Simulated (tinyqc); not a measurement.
Rates against energy: scattering rates of a carrier in a spherical band by Fermi's golden rule. Computed by tinyqc, a small Python program. Command: `OMP_NUM_THREADS=1 python tinyqc.py 3013918 3013919 out.jsonl scatter walk`. One thread of a shared host (Intel(R) Xeon(R) Processor @ 2.30GHz), about 0.01 s of CPU time with the checks.

All processes here are isotropic or elastic, and the rate listed is the momentum relaxation rate.

Inputs (values chosen for the exercise, modelled on electrons in silicon):
```
quantity,value,unit
density-of-states mass of one valley m,0.319,m_0
static permittivity eps_s,11.7,-
density rho,2329,kg/m^3
sound velocity v_l,9020,m/s
acoustic deformation potential D_A,9,eV
phonon energy hbar w,59.3,meV
optical or intervalley deformation potential D_o,4.7,1e8 eV/cm
final valleys Z_f,5,-
ionised impurity density N_I,1.3e+17,1/cm^3
temperature T,77,K
neutral impurity density N_n,4.9e+16,1/cm^3
```

Crystal: non-polar. Band: parabolic. Impurity formula: Brooks-Herring. Further scattering: neutral impurities.

Constants: k_B = 1.380649e-23 J/K; e = 1.602176634e-19 C; hbar = 1.054571817e-34 J s; m_0 = 9.1093837015e-31 kg; hbar = 6.582119569e-16 eV s; k_B = 8.617333262e-05 eV/K; eps_0 = 8.8541878128e-12 F/m.

Method:
- Parabolic band: E = hbar^2 k^2/(2 m), speed v = hbar k/m, states per spin, volume and energy g(E) = m k/(2 pi^2 hbar^2). Masses are multiplied by m_0 and all formulas are in SI units.
- Phonon occupation N_q = 1/(exp(hbar w/(k_B T)) - 1).
- Acoustic deformation potential (elastic, equipartition, absorption and emission together): 1/tau = 2 pi k_B T D_A^2 g(E)/(hbar rho v_l^2).
- Optical or intervalley deformation potential: 1/tau = (pi Z_f D_o^2/(rho w)) [N_q g(E + hbar w) + (N_q + 1) g(E - hbar w)], with g = 0 below the band edge.
- Singly charged impurities, momentum relaxation: 1/tau = N_I e^4 m (1 + 2 alpha E) Phi/(8 pi (eps_s eps_0)^2 hbar^3 k^3), with alpha = 0 for a parabolic band.
- Brooks-Herring: Phi = ln(1 + b) - b/(1 + b), b = 4 k^2 L_s^2.
- Debye screening by free carriers of density N_I: L_s = sqrt(eps_s eps_0 k_B T/(e^2 N_I)).
- Neutral impurities (Erginsoy): 1/tau = 20 N_n a_B hbar/m, a_B = 4 pi eps_s eps_0 hbar^2/(m e^2).

Momentum relaxation rates (1e12/s) and the total time:
```
E (meV),acoustic,optical absorption,optical emission,ionised impurity,neutral impurity,tau_m (fs)
5.9,0.2045,0.0005458,0.000,8.2471,0.69027,109.38
15.0,0.3260,0.0005826,0.000,3.4010,0.69027,226.35
30.0,0.4611,0.0006387,0.000,1.6004,0.69027,363.32
53.0,0.6129,0.0007163,0.000,0.8263,0.69027,469.44
65.0,0.6787,0.0007536,1.228,0.6472,0.69027,308.20
89.0,0.7942,0.0008231,2.802,0.4415,0.69027,211.45
130.0,0.9599,0.0009299,4.324,0.2759,0.69027,159.98
210.0,1.2200,0.0011092,6.313,0.1504,0.69027,119.41
360.0,1.5973,0.0013840,8.917,0.0751,0.69027,88.64
590.0,2.0448,0.0017223,11.847,0.0393,0.69027,68.39
```

The largest rate is ionised impurity from 5.90 to 53.0, optical emission from 65.0 to 590 meV. Crossing hbar w = 59.3 meV opens emission: tau_m goes from 469 to 308 fs between the two rows around it. The impurity rate goes between the last rows as E^-1.31, against the E^(-3/2) of unscreened Rutherford scattering; the acoustic rate follows g(E) and grows by a factor 10.0 over the table. At 5.9 meV hbar/tau exceeds E/2, so the golden rule loses its meaning there. Erginsoy's formula holds for k a_B below about 0.5 and for dopants that stay neutral, which means low temperature; elsewhere it is only a rough constant rate.

Extremes, crossings and ranges named in words are read from the listed rows.
